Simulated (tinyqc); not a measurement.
Changing the film density rho: X-ray reflectivity of a thin film on silicon: critical angles, Parratt recursion, fringes and roughness. Computed by tinyqc, a small Python program. Command: `OMP_NUM_THREADS=1 python tinyqc.py 3120876 3120877 out.jsonl xrr sweep`. One thread of a shared host (Intel(R) Xeon(R) Processor @ 2.30GHz), about 0.01 s of CPU time with the checks.

n = 1 - delta + i beta; the classical electron radius is r_e = 2.8179403e-6 nm. Layer 0 is vacuum, 1 the film, 2 the substrate.

Inputs (values chosen for the exercise, modelled on ruthenium on silicon, copper K-alpha radiation):

| quantity | value | unit |
|---|---|---|
| wavelength lambda | 0.15406 | nm |
| effective electrons per unit mass, film | 0.436 | mol/g |
| beta/delta, film | 0.079 | - |
| film thickness d | 5.21 | nm |
| roughness of the surface sigma_1 | 0.37 | nm |
| roughness of the interface sigma_2 | 0.21 | nm |
| substrate density | 2.33 | g/cm^3 |
| effective electrons per unit mass, substrate | 0.507 | mol/g |
| beta/delta, substrate | 0.023 | - |
| grazing angle theta | 2.48 | degrees |

Constants: N_A = 6.02214076e+23 1/mol.

Method:
- delta = r_e lambda^2 rho_e/(2 pi), rho_e = density x electrons per mass x N_A; critical angle sqrt(2 delta), q_c = 4 sqrt(pi r_e rho_e).
- k_j = (2 pi/lambda) sqrt(sin^2 theta - 2 delta_j + 2 i beta_j); r_ij = (k_i - k_j)/(k_i + k_j) x exp(-2 k_i k_j sigma^2) (Nevot-Croce); r = (r_01 + r_12 p)/(1 + r_01 r_12 p), p = exp(2 i k_1 d); R = |r|^2.
- Far above the critical angle the period is d theta = lambda/(2 d), or 2 pi/d in q; the envelope runs between (|r_01| - |r_12 p|)^2 and (|r_01| + |r_12 p|)^2; contrast = 2 a b/(a^2 + b^2) with a = |r_01|, b = |r_12 p|; roughness factors on the amplitudes are about exp(-q^2 sigma^2/2).

One run for each value:

| film density rho (g/cm^3) | critical angle of the film (degrees) | contrast | reflectivity R |
|---|---|---|---|
| 6.00 | 0.3318 | 0.9995 | 1.600e-06 |
| 7.11 | 0.3612 | 0.9964 | 2.716e-06 |
| 8.23 | 0.3886 | 0.9871 | 4.377e-06 |
| 9.34 | 0.4140 | 0.9775 | 6.616e-06 |
| 10.50 | 0.4390 | 0.9685 | 9.661e-06 |
| 11.60 | 0.4614 | 0.9613 | 1.329e-05 |
| 12.70 | 0.4828 | 0.9551 | 1.771e-05 |
| 13.80 | 0.5032 | 0.9499 | 2.302e-05 |

Describe and explain the trends.

Over the rows, critical angle of the film (degrees) rises from 0.332 to 0.503 (exponent d ln y / d ln x about 0.50 throughout); contrast falls from 1.000 to 0.950 (exponent d ln y / d ln x -0.018 between the first rows and -0.065 between the last); reflectivity R rises from 1.60e-6 to 2.30e-5 (exponent d ln y / d ln x about 3.2 throughout). The exponent of critical angle of the film stays at 0.50: delta is proportional to the density.
